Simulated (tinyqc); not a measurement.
Schottky barrier with interface states (Cowley-Sze model), image lowering and contact resistance: one step, computed by the program tinyqc.

An n-type semiconductor under a metal. The barrier lies between the Schottky-Mott limit phi_M - chi and the Bardeen limit E_g - E_n, E_n being the neutrality level of the interface states; the space-charge term of the full Cowley-Sze expression is left out.

Question. Pinning factor and barrier. S = 1/(1 + 0.1 (eps_opt - 1)^2), an empirical relation for metal-induced gap states. phi_B = S (phi_M - chi) + (1 - S)(E_g - E_n); the hole barrier is E_g - phi_B.

Inputs (values chosen for the exercise, for a model semiconductor):

| quantity | value | unit |
|---|---|---|
| gap E_g | 1 | eV |
| electron affinity chi | 4.02 | eV |
| metal work function phi_M | 4.33 | eV |
| neutrality level E_n above the valence band | 0.264 | eV |
| optical dielectric constant eps_opt | 8.61 | - |

Pinning factor from: Moench relation.

Give: pinning factor S; Schottky-Mott barrier; Bardeen barrier; barrier phi_B; hole barrier.

Answer.

pinning factor S = 0.1472

Schottky-Mott barrier = 0.31 eV

Bardeen barrier = 0.736 eV

barrier phi_B = 0.6733 eV

hole barrier = 0.3267 eV

The contact is strongly pinned: the metal hardly matters.
